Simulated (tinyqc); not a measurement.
Schottky emission and Poole-Frenkel conduction in an insulator, and how to tell them apart: two steps of the calculation.

Schottky emission (electrode-limited): J = As T^2 exp[-(pb - b sqrt(F))/Vt], b = sqrt(q/(4 pi eps0 ei)). Poole-Frenkel emission (bulk-limited): J = s0 F exp[-(pt - 2 b sqrt(F))/Vt]. F in V/cm.

Values chosen for this exercise; dielectric values close to those of aluminium oxide:
```
symbol,value,unit,meaning
T,400,K,temperature
ei,3.39,,high-frequency relative permittivity
es,9.28,,static relative permittivity
pt,1.18,eV,trap depth
s0,0.088,S/cm,Poole-Frenkel prefactor
pb,1.56,eV,electrode barrier
As,46,A/(cm^2 K^2),Richardson constant
F,1.4,MV/cm,field
```

Constants: q = 1.602176634e-19 C, kB = 1.380649e-23 J/K, Vt = kB T/q, eps0 = 8.8541878128e-14 F/cm where lengths are in cm. Results are converted to the units shown.

Task 1. Both currents at one field. Lowerings b sqrt(F) and 2 b sqrt(F); the image-force maximum lies at sqrt(q/(16 pi eps0 ei F)) from the electrode.

Wanted: Schottky lowering; position of the barrier top; Poole-Frenkel lowering; J, Schottky; J, Poole-Frenkel.

Result 1.

Schottky lowering = 243.86 meV
position of the barrier top = 0.87093 nm
Poole-Frenkel lowering = 487.72 meV
J, Schottky = 1.9242e-10 A/cm^2
J, Poole-Frenkel = 2.3349e-4 A/cm^2

Injection and bulk transport act in series, so the smaller capacity limits the current: here the electrode, by a factor of 1.21e6.

Task 2. Which mechanism made these data. The data come from another sample of the same dielectric, in which one mechanism alone limits the current. Fit straight lines by least squares: ln J on sqrt(F) (Schottky plot, slope b/Vt) and ln(J/F) on sqrt(F) (Poole-Frenkel plot, slope 2 b/Vt), F in V/cm, and read a permittivity from each slope. The right mechanism gives a value near ei, and in any case between ei and es.

```
point  F (MV/cm)  J (A/cm^2)
0           1.12    1.468e-6
1            1.8    6.986e-5
2           2.48    0.001564
3           3.15     0.02173
4           3.83      0.2335
5            4.5       1.956
```

Wanted: slope of the Schottky plot; permittivity read as Schottky; slope of the Poole-Frenkel plot; permittivity read as Poole-Frenkel.

Result 2.

slope of the Schottky plot = 0.013257 (cm/V)^0.5
permittivity read as Schottky = 0.68965
slope of the Poole-Frenkel plot = 0.011958 (cm/V)^0.5
permittivity read as Poole-Frenkel = 3.3900

Both plots are nearly straight, so straightness decides nothing. Read as Poole-Frenkel the data give 3.39, which matches ei = 3.39; read as Schottky they give 0.690, below 1 and impossible. The data are Poole-Frenkel.

Program tinyqc, `OMP_NUM_THREADS=1 python tinyqc.py 2370107 2370108 out.jsonl`; Intel Xeon 2.30GHz, shared host, one thread, about 0.01 s.
